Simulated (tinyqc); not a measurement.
From results back to parameters: Weaire-Thorpe hybrids on a Bethe lattice: gap and dangling bond of an amorphous tetrahedral solid. Two cases, with inputs chosen for the exercise.

Problem. In the Weaire-Thorpe model the two p-like peaks lie at -V2 + V1 and V2 + V1, and the guaranteed gap is 2 V2 - 4 V1. The peak positions come from hidden V1 and V2.

Case 1.

peaks (eV): bonding -2.670, antibonding 6.230

Case 2.

peaks (eV): bonding -2.890, antibonding 6.350

Find: V1, V2; guaranteed gap; lowest possible level -3 V1 - V2.

Solution. The mean of the peaks is V1 and half their distance V2.

Case 1.

V1, V2 (eV): 1.78  4.45

guaranteed gap = 1.78 eV
lowest possible level -3 V1 - V2 = -9.79 eV

Case 2.

V1, V2 (eV): 1.73  4.62

guaranteed gap = 2.32 eV
lowest possible level -3 V1 - V2 = -9.81 eV

Computed by tinyqc, one run a case: `OMP_NUM_THREADS=1 python tinyqc.py N N+1 out.jsonl` with N = 1451240, 1451253; one thread of a shared Intel(R) Xeon(R) Processor @ 2.30GHz, about 0.02 s a run at most.
